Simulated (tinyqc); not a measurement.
Worked calculation: CISD on RHF in the 3-21g basis, for H2, spin multiplicity 1. Computed by tinyqc, a small Python program that keeps every step (integrals from PySCF). Settings: charge = 0, multiplicity = 1, basis = 3-21g, method = RHF, energy threshold = 1e-10, iteration cap = 69, orthogonalisation = symmetric, start = atomic densities, DIIS depth = 6, ci = CISD, davidson = 1. Command: `OMP_NUM_THREADS=1 python tinyqc.py 23134 23135 out.jsonl` (the two numbers bound the seeds that draw the settings). One thread of a shared host (Intel(R) Xeon(R) Processor @ 2.60GHz), about 0.1 s of CPU time with the checks. The early iterations of the SCF are left out here.

## One-electron integrals

Geometry (angstrom):
```
atom         x         y         z
H     0.000000  0.000000  0.000000
H     0.000000  0.000000  1.049000
```

Basis 3-21g: exponents (1/bohr^2) and contraction coefficients of normalised primitives:
```
element  l (shell)  exponent  coefficient
H            s (1)  5.447178     0.156285
H            s (1)  0.824547     0.904691
H            s (2)  0.183192     1.000000
```

Overlap, kinetic and nuclear-attraction integrals over the contracted functions; the nuclear repulsion is the sum of Za Zb / Rab.

nuclear repulsion = 0.50445873 hartree

overlap S, order 1H 1s, 1H 2s, 2H 1s, 2H 2s:
```
[[1.000000, 0.645899, 0.171382, 0.356527],
 [0.645899, 1.000000, 0.356527, 0.697721],
 [0.171382, 0.356527, 1.000000, 0.645899],
 [0.356527, 0.697721, 0.645899, 1.000000]]
```

kinetic energy T (hartree), order 1H 1s, 1H 2s, 2H 1s, 2H 2s:
```
[[1.549405, 0.293152, -0.033792, 0.097560],
 [0.293152, 0.274788, 0.097560, 0.145719],
 [-0.033792, 0.097560, 1.549405, 0.293152],
 [0.097560, 0.145719, 0.293152, 0.274788]]
```

nuclear attraction V (hartree), order 1H 1s, 1H 2s, 2H 1s, 2H 2s:
```
[[-2.225245, -1.106980, -0.332078, -0.626557],
 [-1.106980, -1.142206, -0.626557, -0.850101],
 [-0.332078, -0.626557, -2.225245, -1.106980],
 [-0.626557, -0.850101, -1.106980, -1.142206]]
```

core Hamiltonian H = T + V (hartree), order 1H 1s, 1H 2s, 2H 1s, 2H 2s:
```
[[-0.675841, -0.813829, -0.365870, -0.528997],
 [-0.813829, -0.867418, -0.528997, -0.704382],
 [-0.365870, -0.528997, -0.675841, -0.813829],
 [-0.528997, -0.704382, -0.813829, -0.867418]]
```

## Two-electron integrals

Functions are numbered as in S; the eight-fold symmetry (ij|kl) = (ji|kl) = (kl|ij) leaves the list below.

Two-electron integrals (ij|kl) in chemists' order, unique and non-zero (hartree):
```
(11|11) 1.140145   (21|11) 0.611403   (21|21) 0.345152   (22|11) 0.626370
(22|21) 0.380329   (22|22) 0.482957   (31|11) 0.142237   (31|21) 0.083120
(31|22) 0.096472   (31|31) 0.030180   (32|11) 0.205063   (32|21) 0.127370
(32|22) 0.168135   (32|31) 0.050801   (32|32) 0.104535   (33|11) 0.500581
(33|21) 0.318584   (33|22) 0.443908   (33|31) 0.142237   (33|32) 0.327628
(33|33) 1.140145   (41|11) 0.327628   (41|21) 0.186200   (41|22) 0.207505
(41|31) 0.050801   (41|32) 0.079877   (41|33) 0.205063   (41|41) 0.104535
(42|11) 0.396582   (42|21) 0.243438   (42|22) 0.317801   (42|31) 0.073924
(42|32) 0.140904   (42|33) 0.396582   (42|41) 0.140904   (42|42) 0.235110
(43|11) 0.318584   (43|21) 0.201430   (43|22) 0.278969   (43|31) 0.083120
(43|32) 0.186200   (43|33) 0.611403   (43|41) 0.127370   (43|42) 0.243438
(43|43) 0.345152   (44|11) 0.443908   (44|21) 0.278969   (44|22) 0.388342
(44|31) 0.096472   (44|32) 0.207505   (44|33) 0.626370   (44|41) 0.168135
(44|42) 0.317801   (44|43) 0.380329   (44|44) 0.482957
```

## Orthogonalisation

S = U s U^T; symmetric (Loewdin) form X = U s^(-1/2) U^T, so that X^T S X = 1.

eigenvalues of S: [0.174304, 0.398156, 0.956594, 2.470947]

X, order 1H 1s, 1H 2s, 2H 1s, 2H 2s:
```
[[1.238967, -0.483286, -0.008045, 0.024515],
 [-0.483286, 1.580345, 0.024515, -0.590307],
 [-0.008045, 0.024515, 1.238967, -0.483286],
 [0.024515, -0.590307, -0.483286, 1.580345]]
```

## Iteration 5 (converged): orbitals

converged F (hartree), order 1H 1s, 1H 2s, 2H 1s, 2H 2s:
```
[[0.228692, -0.409774, -0.375197, -0.396743],
 [-0.409774, -0.308661, -0.396743, -0.370149],
 [-0.375197, -0.396743, 0.228692, -0.409774],
 [-0.396743, -0.370149, -0.409774, -0.308661]]
```

Diagonalise F' = X^T F X, C = X C', fill 1 alpha and 1 beta electrons from the bottom; D = 2 C_occ C_occ^T. Each column has its largest component positive (the first on a tie).

F' = X^T F X (hartree):
```
[[0.758739, -0.625190, -0.212690, -0.136380],
 [-0.625190, 0.255306, -0.136380, -0.218853],
 [-0.212690, -0.136380, 0.758739, -0.625190],
 [-0.136380, -0.218853, -0.625190, 0.255306]]
```

orbital energies (hartree): [-0.511812, 0.174383, 1.094315, 1.271206]

coefficients C, order 1H 1s, 1H 2s, 2H 1s, 2H 2s:
```
[[0.245263, 0.154892, 0.895916, -0.939393],
 [0.378614, 1.120705, -0.672290, 1.108520],
 [0.245263, -0.154892, 0.895916, 0.939393],
 [0.378614, -1.120705, -0.672290, -1.108520]]
```

D after iteration 5, order 1H 1s, 1H 2s, 2H 1s, 2H 2s:
```
[[0.120308, 0.185720, 0.120308, 0.185720],
 [0.185720, 0.286697, 0.185720, 0.286697],
 [0.120308, 0.185720, 0.120308, 0.185720],
 [0.185720, 0.286697, 0.185720, 0.286697]]
```

## Convergence

Stop when the energy changes by less than 1e-10 hartree and every element of the error matrix X^T (F D S - S D F) X is below 3e-06.

Course of the cycle:
```
iteration  E (hartree)     change  largest element of the error matrix
1          -0.74063458          -                             9.78e-02
2          -1.08190923  -3.41e-01                             1.11e-02
3          -1.08208334  -1.74e-04                             2.06e-03
4          -1.08208957  -6.23e-06                             1.07e-08
5          -1.08208957  -4.44e-16                             4.19e-09
```

PySCF RHF in the same basis = -1.08208957 hartree

Converged in 5 iterations.

## Integrals over molecular orbitals

(pq|rs) = sum C_ip C_jq C_kr C_ls (ij|kl), one index at a time.

one-electron integrals over orbitals h = C^T H C (hartree):
```
[[-1.074736, 0.000000, -0.125793, 0.000000],
 [0.000000, -0.622187, 0.000000, 0.187037],
 [-0.125793, 0.000000, 0.142104, 0.000000],
 [0.000000, 0.187037, 0.000000, 0.238666]]
```

Two-electron integrals over orbitals (pq|rs), unique and non-zero (hartree):
```
(11|11) 0.562925    (21|21) 0.118729    (22|11) 0.457650    (22|22) 0.424310
(31|11) 0.125793    (31|22) 0.073990    (31|31) 0.092195    (32|21) 0.020721
(32|32) 0.041881    (33|11) 0.522203    (33|22) 0.432060    (33|31) 0.124744
(33|33) 0.511723    (41|21) -0.078629   (41|32) -0.056057   (41|41) 0.102231
(42|11) -0.132833   (42|22) -0.076798   (42|31) -0.082205   (42|33) -0.128293
(42|42) 0.084970    (43|21) -0.134322   (43|32) -0.052397   (43|41) 0.125999
(43|43) 0.195017    (44|11) 0.567386    (44|22) 0.469300    (44|31) 0.166027
(44|33) 0.558729    (44|42) -0.161671   (44|44) 0.632916
```

## CISD: determinants and Hamiltonian

Hartree-Fock energy = -1.08208957 hartree

Slater-Condon rules over spin orbitals, with the nuclear repulsion added and E(HF) subtracted on the diagonal.

Occupation strings over the orbitals (2 doubly, a alpha, b beta, 0 empty; spin orbitals ordered 1a 1b 2a 2b ...): 2000 ab00 a0b0 a00b ba00 b0a0 b00a 0200 0ab0 0a0b 0ba0 0020 00ab 0b0a 00ba 0002

H - E(HF) between determinants (hartree), order 2000, ab00, a0b0, a00b, ba00, b0a0, b00a, 0200, 0ab0, 0a0b, 0ba0, 0020, 00ab, 0b0a, 00ba, 0002:
```
[[0.000000, 0.000000, 0.000000, 0.000000, 0.000000, 0.000000, 0.000000, 0.118729, 0.000000, -0.078629, 0.000000, 0.092195, 0.000000, 0.078629, 0.000000, 0.102231],
 [0.000000, 0.347274, 0.000000, 0.054204, -0.118729, 0.000000, 0.078629, 0.000000, 0.020721, 0.000000, 0.051803, 0.000000, -0.082205, 0.000000, 0.056057, 0.000000],
 [0.000000, 0.000000, 1.176119, 0.000000, 0.000000, -0.092195, 0.000000, 0.020721, 0.000000, -0.134322, 0.000000, -0.001049, 0.000000, 0.056057, 0.000000, 0.125999],
 [0.000000, 0.054204, 0.000000, 1.317863, 0.078629, 0.000000, -0.102231, 0.000000, -0.134322, 0.000000, 0.082205, 0.000000, 0.040234, 0.000000, -0.125999, 0.000000],
 [0.000000, -0.118729, 0.000000, 0.078629, 0.347274, 0.000000, 0.054204, 0.000000, 0.051803, 0.000000, 0.020721, 0.000000, 0.056057, 0.000000, -0.082205, 0.000000],
 [0.000000, 0.000000, -0.092195, 0.000000, 0.000000, 1.176119, 0.000000, -0.020721, 0.000000, 0.056057, 0.000000, 0.001049, 0.000000, -0.134322, 0.000000, -0.125999],
 [0.000000, 0.078629, 0.000000, -0.102231, 0.054204, 0.000000, 1.317863, 0.000000, 0.082205, 0.000000, -0.134322, 0.000000, -0.125999, 0.000000, 0.040234, 0.000000],
 [0.118729, 0.000000, 0.020721, 0.000000, 0.000000, -0.020721, 0.000000, 0.766484, 0.000000, 0.110240, 0.000000, 0.041881, 0.000000, -0.110240, 0.000000, 0.084970],
 [0.000000, 0.020721, 0.000000, -0.134322, 0.051803, 0.000000, 0.082205, 0.000000, 1.538525, 0.000000, -0.041881, 0.000000, -0.052397, 0.000000, -0.058744, 0.000000],
 [-0.078629, 0.000000, -0.134322, 0.000000, 0.000000, 0.056057, 0.000000, 0.110240, 0.000000, 1.672327, 0.000000, -0.052397, 0.000000, -0.084970, 0.000000, 0.025367],
 [0.000000, 0.051803, 0.000000, 0.082205, 0.020721, 0.000000, -0.134322, 0.000000, -0.041881, 0.000000, 1.538525, 0.000000, -0.058744, 0.000000, -0.052397, 0.000000],
 [0.092195, 0.000000, -0.001049, 0.000000, 0.000000, 0.001049, 0.000000, 0.041881, 0.000000, -0.052397, 0.000000, 2.382480, 0.000000, 0.052397, 0.000000, 0.195017],
 [0.000000, -0.082205, 0.000000, 0.040234, 0.056057, 0.000000, -0.125999, 0.000000, -0.052397, 0.000000, -0.058744, 0.000000, 2.526048, 0.000000, -0.195017, 0.000000],
 [0.078629, 0.000000, 0.056057, 0.000000, 0.000000, -0.134322, 0.000000, -0.110240, 0.000000, -0.084970, 0.000000, 0.052397, 0.000000, 1.672327, 0.000000, -0.025367],
 [0.000000, 0.056057, 0.000000, -0.125999, -0.082205, 0.000000, 0.040234, 0.000000, -0.058744, 0.000000, -0.052397, 0.000000, -0.195017, 0.000000, 2.526048, 0.000000],
 [0.102231, 0.000000, 0.125999, 0.000000, 0.000000, -0.125999, 0.000000, 0.084970, 0.000000, 0.025367, 0.000000, 0.195017, 0.000000, -0.025367, 0.000000, 2.696796]]
```

## CISD: roots

Diagonalise (each vector has its largest component positive (the first on a tie)); all determinants have Ms = 0, so triplets appear too. The lowest singlet root is the correlation energy.

lowest roots of this matrix, relative to E(HF) (hartree): [-0.033632, 0.206145, 0.456276, 0.754494, 1.072037, 1.190335, 1.216684, 1.256541]

lowest vectors, order 2000, ab00, a0b0, a00b, ba00, b0a0, b00a, 0200, 0ab0, 0a0b, 0ba0, 0020, 00ab, 0b0a, 00ba, 0002:
```
[[0.983579, 0.000000, 0.000000, 0.165464],
 [0.000000, 0.699507, 0.705342, 0.000000],
 [0.013440, 0.000000, 0.000000, -0.070386],
 [0.000000, -0.094041, 0.015663, 0.000000],
 [0.000000, 0.699507, -0.705342, 0.000000],
 [-0.013440, 0.000000, 0.000000, 0.070386],
 [0.000000, -0.094041, -0.015663, 0.000000],
 [-0.156512, 0.000000, 0.000000, 0.967901],
 [0.000000, -0.042888, 0.022284, 0.000000],
 [0.053826, 0.000000, 0.000000, -0.107833],
 [0.000000, -0.042888, -0.022284, 0.000000],
 [-0.029885, 0.000000, 0.000000, -0.037064],
 [0.000000, 0.002569, 0.041848, 0.000000],
 [-0.053826, 0.000000, 0.000000, 0.107833],
 [0.000000, 0.002569, -0.041848, 0.000000],
 [-0.032062, 0.000000, 0.000000, -0.035382]]
```

<S^2> of these roots: [0.000000, 2.000000, 0.000000, 0.000000, 2.000000, 0.000000, 2.000000, 0.000000]

weight of the ground state by excitation level 0, 1, 2, ...: [0.967427, 0.000361, 0.032212]

## The lowest root by the Davidson method

Start from the reference; add the residual divided by (theta - H_ii), orthogonalised, at each step.

Davidson iterations:
```
iteration  subspace  lowest Ritz value (hartree)  residual norm
1                 1                            0       2.13e-01
2                 2                  -0.03277065       3.79e-02
3                 3                  -0.03362756       3.31e-03
4                 4                  -0.03363237       3.52e-04
5                 5                  -0.03363243       2.71e-05
6                 6                  -0.03363244       2.04e-16
```
